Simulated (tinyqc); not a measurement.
Inside a calculation. Method: Hubbard ring of 5 sites. Computed by tinyqc, a small Python program that keeps every step. Settings: hopping = 1.56, U = 11.7, mixing = 0.5, iteration cap = 50. Command: `OMP_NUM_THREADS=1 python tinyqc.py 30190 30191 out.jsonl` (the two numbers bound the seeds that draw the settings). One thread of a shared host (Intel(R) Xeon(R) Processor @ 2.60GHz), about 0.2 s of CPU time with the checks. Later iterations appear only in the table of the cycle.

## Mean-field iteration 1

one-body matrix (hopping and site energies) (eV), lower triangle:
```
         1        2        3        4       5
1   0.0000
2  -1.5600   0.0000
3   0.0000  -1.5600   0.0000
4   0.0000   0.0000  -1.5600   0.0000
5  -1.5600   0.0000   0.0000  -1.5600  0.0000
```

U = 11.7000 eV

electrons, up and down: 3  1

mixing = 0.5000

n(up) at the start (a guess, not normalised): 1 0.6000, 2 0.6000, 3 0.6000, 4 0.6000, 5 0.6000

n(down) at the start (a guess): 1 0.2000, 2 0.2000, 3 0.2000, 4 0.2000, 5 0.2000

H(up) = T + U n(down), H(down) = T + U n(up); fill the lowest levels; n(new) = n + mixing (n(out) - n); E = tr T (rho up + rho down) + U sum n_up n_down of the output.

levels, up (eV): -0.7800  1.3759  1.3759  4.8641  4.8641

levels, down (eV): 3.9000  6.0559  6.0559  9.5441  9.5441

energy = -1.1483 eV

n(up) after iteration 1: 1 0.6000, 2 0.6000, 3 0.6000, 4 0.6000, 5 0.6000

n(down) after iteration 1: 1 0.2000, 2 0.2000, 3 0.2000, 4 0.2000, 5 0.2000

## Convergence

Each step fills the lowest levels of T + U n(other spin) and sets n(new) = n + mixing (n(out) - n); stop when output and input agree to 1e-8.

Course of the cycle:

| iteration | E (eV) | largest \|n(out) - n(in)\| | mean \|n_up - n_down\| |
|---|---|---|---|
| 1 | -1.148266 | 2.78e-16 | 0.4000 |

local moments n_up - n_down: 1 0.4000, 2 0.4000, 3 0.4000, 4 0.4000, 5 0.4000

Converged in 1 iterations. But random starts reach -3.44630 eV, so this is another stationary point, not the lowest one. Reruns (cap 100 unless said): mixing 0.2: converged in 1 to a higher stationary point (E = -1.14827); mixing 0.9: converged in 1 to a higher stationary point (E = -1.14827). Before convergence this energy mixes input and output and is not variational, so it may rise towards its limit.

## Exact diagonalisation (50 states)

Lowest levels of the sector, and the double occupancy of the lowest state.

lowest levels (eV): -4.6597  -3.6747  -3.6747  -2.5241  -2.5241  -2.3828

double occupancy per site = 0.0224

The mean-field solution above lies 3.5114 eV above the exact energy.

## The lowest level by Lanczos steps

From a random start vector (not printed): a_j = <q_j|H|q_j>, b_j = norm of the remainder after orthogonalising; the Ritz value is the lowest eigenvalue of the tridiagonal matrix of a and b so far.

Lanczos:

| j | a_j (eV) | b_j (eV) | lowest Ritz value (eV) |
|---|---|---|---|
| 1 | 5.5613 | 6.8834 | 5.561279 |
| 2 | 4.1977 | 5.4234 | -2.037571 |
| 3 | 8.1281 | 5.8728 | -3.533901 |
| 4 | 5.0653 | 5.5382 | -4.139029 |
| 5 | 7.8015 | 5.0920 | -4.418973 |
| 6 | 3.7235 | 4.8481 | -4.559920 |
| 7 | 8.8650 | 4.0786 | -4.618798 |
| 8 | 3.9076 | 6.4482 | -4.633433 |
| 9 | 8.0804 | 5.1789 | -4.646606 |
| 10 | 6.3347 | 5.5189 | -4.654052 |
